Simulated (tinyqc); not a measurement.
# Junction parameters from two forward currents

Question. D(v) = J1 (exp(v/Vt) - 1) + J2 (exp(v/(2 Vt)) - 1). Find J1, J2 and the voltage 2 Vt ln(J2/J1) near which both parts are equal.

Values chosen for this exercise: temperature T = 300 K.

Constants: q = 1.602176634e-19 C, kB = 1.380649e-23 J/K, Vt = kB T/q. Results are converted to the units shown.

junction voltages (V): [0.25, 0.65]
currents (uA/um): [2.6586155e-7, 0.019714718]

Answer. The current is linear in J1 and J2, so two points give two equations.

J1 = 2.30e-13 uA/um
J2 = 2.10e-9 uA/um
crossover = 0.472 V

Program tinyqc, `OMP_NUM_THREADS=1 python tinyqc.py 2182037 2182038 out.jsonl`; Intel Xeon 2.30GHz, shared host, one thread, about 0.2 s.
